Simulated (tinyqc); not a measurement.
Coupling ratio and rate constant from the late transient.

Inverse problem. Long after the knee a floating-gate cell follows U = Vg - (tox/ag) B/ln(K t). Find K and ag.

Values chosen for this exercise:
```
symbol,value,unit,meaning
tox,8.1,nm,tunnel oxide thickness
Vg,12.4,V,control-gate voltage
```

U at t = 0.01 and 1 s (V): 0.36935334  2.0284506
B = 25.655040 V/nm

Solution. 1/(Vg - U) is linear in ln t; the ratio of the two values gives ln(K t_a), and either value gives ag.

K = 3.182e14 1/s
ag = 0.6000

Numbers from tinyqc (`OMP_NUM_THREADS=1 python tinyqc.py 2130091 2130092 out.jsonl`; about 0.01 s on one thread of a shared Intel Xeon 2.30GHz).
